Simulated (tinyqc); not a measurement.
Threshold of a short bulk MOSFET: charge sharing, barrier lowering, narrow width: one step of the calculation.

n-channel device on a p-type body, depletion approximation, full ionisation. Uniform doping N = Na. Vbi from Boltzmann statistics is rough for the degenerate source. Cox = eps0 eox/tox.

Task. Short-channel and narrow-width shifts. Charge sharing (trapezoid; it ignores Vds): F = (xj/L)(sqrt(1 + 2 Wd/xj) - 1), lowering = body term times F. Barrier lowering: th = exp(-L/(2 l)) + 2 exp(-L/l), lowering = th [2 (Vbi - 2 pB) + Vds], DIBL = th. Narrow width: rise = body term times xw Wd/W. VT by each model = VT0 - lowering + rise.

Parameters, values chosen for the exercise; band and dielectric values close to those of silicon:
```
symbol,value,unit,meaning
xj,27,nm,junction depth
Vds,1.2,V,drain-source voltage
W,530,nm,gate width
xw,0.7854,,shape factor of the fringing depletion at the width edges
L,290,nm,channel length
```

2 pB = 0.81229389 V
Wd = 133.42146 nm
body term = 0.075399771 V
VT0 = 0.017693663 V
Vbi = 1.0049555 V
l = 28.743464 nm

Wanted: F; lowering by charge sharing; th; lowering of the barrier; DIBL; narrow-width rise; VT, charge sharing; VT, barrier lowering.

Result.

F = 0.21404
lowering by charge sharing = 16.139 mV
th = 0.0065269
lowering of the barrier = 10.347 mV
DIBL = 6.5269 mV/V
narrow-width rise = 14.908 mV
VT, charge sharing = 0.016463 V
VT, barrier lowering = 0.022254 V

L is 10.1 scale lengths. The charge-sharing lowering is 56 % above the barrier lowering; the first falls off as 1/L and the second exponentially. Both describe the same loss of gate control, so they are alternatives and are not added.

Program tinyqc, `OMP_NUM_THREADS=1 python tinyqc.py 2002099 2002100 out.jsonl`; Intel Xeon 2.30GHz, shared host, one thread, about 0.01 s.
